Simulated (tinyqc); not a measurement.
From one set of inputs to another, one input at a time: nucleation and growth of vacancy voids in a cooling silicon-like crystal. Computed by tinyqc, a small Python program. Command: `OMP_NUM_THREADS=1 python tinyqc.py 3031624 3031625 out.jsonl voids ladder`. One thread of a shared host (Intel(R) Xeon(R) Processor @ 2.30GHz), about 0.5 s of CPU time with the checks.

Spherical voids; vacancies are lost only to voids.

The inputs printed are set A. Inputs not listed in the table keep their values of set A, so the rows need not describe a real material.

Inputs (values chosen for the exercise, for a model crystal): vacancy density at the melting point C_m = 7.1e+14 1/cm^3; formation energy E_f = 4.11 eV; melting point T_m = 1685 K; diffusion prefactor D0 = 0.00083 cm^2/s; migration energy E_m = 0.41 eV; site density rho = 5e+22 1/cm^3; void surface energy gamma = 0.905 J/m^2; cooling rate q = 5.8 K/min; vacancy excess C0 = 1.6e+13 1/cm^3; temperature of the worked step T = 1365 K; temperature step = 0.125 K.

Vacancy supply: given.

Constants: k_B = 8.617333262e-05 eV/K; k_B = 1.380649e-23 J/K; e = 1.602176634e-19 C.

Method:
- C = C0 as given.
- C_e = C_m exp[-(E_f/k_B)(1/T - 1/T_m)]; D = D0 exp(-E_m/(k_B T)); f = k_B T ln(C/C_e); r* = 2 gamma/(rho f); W* = 16 pi gamma^3/(3 rho^2 f^2); Z = f/sqrt(12 pi W* k_B T); I = rho Z (4 pi r* D C) exp(-W*/(k_B T)).
- March down from 1500 K in steps dT, dt = dT/q, with values at the upper end of each step: a class of I dt voids is born with r*; then all classes grow by r^2 += 2 D (C - C_e) dt/rho; C falls by the vacancies added to voids. Stop at 1150 K. T_n is the T of the largest I, N the final count (classes under 1e-6 /cm^3 are dropped), and the mean radius the number average.

Each row keeps all changes above it:
```
input moved                                           from       to  void density N (1/cm^3)  rate I (1/(cm^3 s))  W*/(k_B T)
set A                                                    -        -               2.4900e+07           1.1056e-16       91.82
cooling rate q (K/min)                                 5.8      4.1               1.4927e+07           1.1056e-16       91.82
void surface energy gamma (J/m^2)                    0.905    0.971               1.5341e+07           4.4867e-26      113.41
formation energy E_f (eV)                             4.11     4.24               1.5185e+07           1.6693e-19       98.35
diffusion prefactor D0 (cm^2/s)                    0.00083  0.00053               2.9472e+07           1.0660e-19       98.35
vacancy density at the melting point C_m (1/cm^3)  7.1e+14  4.7e+14               2.6670e+07           4.4373e-10       76.33
vacancy excess C0 (1/cm^3)                         1.6e+13  3.4e+13               1.5409e+07           7.0249e+01       51.49
```

Which inputs carry the difference?

Void density N goes from 2.49e7 to 1.54e7, a factor 0.619 in all. The largest single move comes from diffusion prefactor D0 (a factor 1.94), but it runs against the net change; the largest move in the direction of the net change is vacancy excess C0 (a factor 0.578). Rate I goes from 1.11e-16 to 70.2, a factor 6.35e17 in all. The largest single move comes from vacancy excess C0 (a factor 1.58e11), and void surface energy gamma works against it (a factor 4.06e-10). W*/(k_B T) goes from 91.8 to 51.5, a factor 0.561 in all. The largest single move comes from vacancy excess C0 (a factor 0.675), and void surface energy gamma works against it (a factor 1.24). The single moves hold for this order of the switches; the total does not depend on the order.

Caution (rows void surface energy gamma): below about 1290 K vacancies bind to oxygen in crucible-grown crystals, which cuts nucleation off; that is left out.

Extremes, crossings and ranges named in words are read from the listed rows.
